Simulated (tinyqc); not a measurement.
One-sided p+-n junction, ionisation integral and breakdown: effect of the drift doping.

A p+ layer at x < 0 and an n drift layer from x = 0. Depletion approximation, built-in voltage neglected. Local ionisation coefficients alpha_n = an exp(-(bn/E)^mx), alpha_p = ap exp(-(bp/E)^mx). Electrons move towards +x, holes towards x = 0.

W = sqrt(2 eps0 eps_r V/(q N)), peak field E0 = q N W/(eps0 eps_r), falling linearly to 0 at W. G(x) = integral from 0 to x of (alpha_n - alpha_p); I_n = integral of alpha_n exp(-G) (electrons injected at x = 0), I_p = integral of alpha_p exp(G(end) - G) (holes injected at the far edge); M = 1/(1 - I). Integrals on a fine grid; BV is where I_n = 1. Specific on-resistance Ron = W/(q mu N) with constant mobility and full ionisation.

Values chosen for this exercise; material values close to those of germanium:
- eps_r = 15.9 (relative permittivity)
- an = 1.53e7 1/cm (prefactor of the electron ionisation coefficient)
- bn = 1.51e6 V/cm (field constant for electrons)
- ap = 9.37e6 1/cm (prefactor of the hole ionisation coefficient)
- bp = 1.28e6 V/cm (field constant for holes)
- mx = 1 (exponent)
- mu = 3840 cm^2/(V s) (electron mobility of the drift layer)

Constants: q = 1.602176634e-19 C, eps0 = 8.8541878128e-14 F/cm where lengths are in cm. Results are converted to the units shown.

Results:

| N (cm^-3) | BV (V) | E0 at BV (kV/cm) | W at BV (um) | Ron (mohm cm^2) | BV^2/Ron (MW/cm^2) | eps0 eps_r mu E0^3/4 (MW/cm^2) |
|---|---|---|---|---|---|---|
| 8.3e13 | 1.10e3 | 144 | 152 | 298 | 4.03 | 4.03 |
| 1.6e14 | 640 | 153 | 83.8 | 85.2 | 4.81 | 4.81 |
| 5.9e14 | 223 | 173 | 25.8 | 7.11 | 7.03 | 7.03 |
| 1.1e15 | 137 | 185 | 14.8 | 2.18 | 8.55 | 8.55 |
| 2.2e15 | 79.7 | 200 | 7.98 | 0.589 | 10.8 | 10.8 |
| 4.2e15 | 48.6 | 216 | 4.51 | 0.175 | 13.5 | 13.5 |
| 8e15 | 30.0 | 234 | 2.57 | 0.0522 | 17.3 | 17.3 |

Estimate the missing row, N = 3.1e14 cm^-3.

Computed row:

| N (cm^-3) | BV (V) | E0 at BV (kV/cm) | W at BV (um) | Ron (mohm cm^2) | BV^2/Ron (MW/cm^2) | eps0 eps_r mu E0^3/4 (MW/cm^2) |
|---|---|---|---|---|---|---|
| 3.1e14 | 374 | 162 | 46.1 | 24.1 | 5.80 | 5.80 |

With this row back in the table: BV falls from 1100 to 30.0 V while the critical field rises from 144 to 234 kV/cm. BV goes as N^(-0.82) between the first two rows and N^(-0.75) between the last two (a coefficient proportional to E^7 gives -0.75 without punch-through). Ron goes as BV^(2.40) over the table; the last two columns agree since BV = E0 W/2 and N = eps0 eps_r E0/(q W).

Numbers from tinyqc (`OMP_NUM_THREADS=1 python tinyqc.py 2120104 2120105 out.jsonl`; about 0.07 s on one thread of a shared Intel Xeon 2.30GHz).
